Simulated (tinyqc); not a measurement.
## Composition from the perpendicular lattice constant

Inverse problem. The layer is x parts of the first compound and 1 - x of the second, grown coherently on the third as substrate and barrier. Rows of the table: lattice constant a, average valence level Ea on an absolute scale, spin-orbit splitting so, gaps at Gamma, X and L, hydrostatic deformation potentials av and ac (Gamma), shear potential b, elastic constants, electron and heavy-hole (along z) masses. All are interpolated linearly in x; gaps get -C x (1 - x), taken wholly in the conduction band; real line-ups can differ from this model by 0.1 eV or more. In-plane strain e = (a_substrate - a)/a, e_z = -2 (c12/c11) e, volume change 2 e + e_z. X-ray diffraction gives a_z = a (1 + e_z) of the coherent layer. Find x, e and the relaxed Gamma gap.

Inputs (values chosen for the exercise):
```
symbol  value  unit                  meaning
CG       0.65    eV  bowing of the Gamma gap
CX        0.2    eV      bowing of the X gap
CL       1.03    eV      bowing of the L gap
```

Binary compounds, values chosen for the exercise:
```
              close to InP  close to GaP  close to GaAs
a (angstrom)         5.869         5.451          5.653
Ea (eV)              -7.04          -7.4          -6.92
so (eV)              0.111        0.0805          0.336
EG (eV)               1.35          2.79           1.41
EX (eV)               2.16          2.25           1.89
EL (eV)               1.92          2.64            1.7
av (eV)               1.29          1.68           1.16
ac (eV)                 -5         -7.17          -7.12
b (eV)               -1.68          -1.8          -1.69
c11 (GPa)              100           140            118
c12 (GPa)             55.6          61.1           53.3
me (m0)             0.0789          0.13         0.0672
mh (m0)              0.534         0.329          0.352
```

lattice constant along the growth direction = 5.72512708 angstrom

Answer. a_z changes steadily with x, about (1 + 2 c12/c11) times as fast as the relaxed lattice constant, so one composition matches.

x = 0.570
e = -0.637 %
relaxed Gamma gap = 1.81 eV

Computed by the program tinyqc: `OMP_NUM_THREADS=1 python tinyqc.py 2690078 2690079 out.jsonl`, one thread of a shared Intel Xeon 2.30GHz, about 0.01 s for the whole run.
